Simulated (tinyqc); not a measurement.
Spin coating of a resist or spin-on film: centrifugal thinning, evaporation and the final thickness (Emslie and Meyerhofer models): one step, computed by the program tinyqc. Command: `OMP_NUM_THREADS=1 python tinyqc.py 3114170 3114171 out.jsonl spincoat walk`. One thread of a shared host (Intel(R) Xeon(R) Processor @ 2.30GHz), about 0.08 s of CPU time with the checks.

A Newtonian film stays uniform over the wafer; solvent and solids have the same density and the concentration is uniform through the thickness.

Question. First explicit step of the full model. omega = 2 pi f/60; nu(c) = nu_s + k c^gamma; evaporation rate e = e0 sqrt(f/1000 rpm). Solids s and liquid l per area start at s = c0 h0, l = (1 - c0) h0. With h = h0 and c = c0: Q = K h^3, K = 2 omega^2/(3 nu); one Euler step of length dt = 0.01 h0/Q for s and l, ds/dt = -c Q, dl/dt = -(1 - c) Q - e.

Inputs (values chosen for the exercise, of the order of those of a polymer resist in an ester solvent): solids volume fraction c0 = 0.22; starting thickness h0 = 200 micrometre.

flow constant K = 0.01032881 1/(micrometre^2 s)

evaporation rate e = 0.136 micrometre/s

Give: Q; dt; s; l; Q/e at the start.

Answer.

Q = 82630 micrometre/s

dt = 2.4204e-05 s

s = 43.56 micrometre

l = 154.44 micrometre

Q/e at the start = 6.0758e+05
